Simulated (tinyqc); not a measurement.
# Changing the contact height h_c

Model: chemical-mechanical planarisation: Preston law, pattern density and step-height reduction. Computed by tinyqc, a small Python program. Command: `OMP_NUM_THREADS=1 python tinyqc.py 3019274 3019275 out.jsonl cmp sweep`. One thread of a shared host (Intel(R) Xeon(R) Processor @ 2.30GHz), about 0.01 s of CPU time with the checks.

A row of 10 cells, repeated periodically, holds raised features that cover a share rho of each cell.

Inputs (values chosen for the exercise, close to those used for copper polishing):
```
quantity                          value  unit
Preston coefficient K           1.6e-13  1/Pa
pressure P                           32   kPa
platen and carrier speed            110   rpm
distance between the centres         16    cm
initial step height h0              340    nm
film above the raised areas z0      590    nm
cell size                           1.7    mm
planarisation length                2.2    mm
polish time t                        26     s
```

local pattern densities, cell by cell: 0.5  0.8  0.6  0.1  0.4  0.8  0.9  0.2  0.4  0.1

Method:
- With equal rotation speeds the relative speed is uniform, v = omega r_c; Preston rate R0 = K P v.
- The stiff pad averages the density: rho_eff(i) = sum_j w_ij rho_j / sum_j w_ij, w = exp(-2 d^2/L^2), L the planarisation length and d the distance between cell centres, summed over all periodic images of cell j.
- While h > h_c only raised areas polish, at R0/rho_eff, until t_c = rho_eff (h0 - h_c)/R0. After that h = h_c exp(-(t - t_c)/tau), tau = rho_eff h_c/R0; low areas polish at R0 (1 - h/h_c) and raised areas at R0 [1 + (1 - rho_eff) h/(rho_eff h_c)]. Removed from raised areas after t_c: h0 - h_c + R0 (t - t_c) + (1 - rho_eff)(h_c - h); from low areas: R0 (t - t_c) - rho_eff (h_c - h). Film left = z0 less the removal from raised areas.

One run for each value; columns: (1) contact height h_c (nm); (2) largest remaining step (nm); (3) range of film left across the row (nm); (4) thinnest film left (nm):
```
(1)    (2)    (3)    (4)
10   10.87  176.4  84.50
38   18.61  178.3  84.50
66   28.63  180.9  84.50
93   38.45  183.4  84.51
120  48.33  185.8  84.59
150  59.33  188.3  84.88
180  70.34  190.5  85.51
200  77.68  191.7  86.16
```

Over the rows, largest remaining step (nm) rises from 10.9 to 77.7 (exponent d ln y / d ln x 0.40 between the first rows and 0.94 between the last); range of film left across the row (nm) rises from 176 to 192 (exponent d ln y / d ln x 0.0083 between the first rows and 0.061 between the last); thinnest film left (nm) rises from 84.50 to 86.16. A softer pad (larger h_c) touches the low areas sooner, so steps linger.

Extremes, crossings and ranges named in words are read from the listed rows.
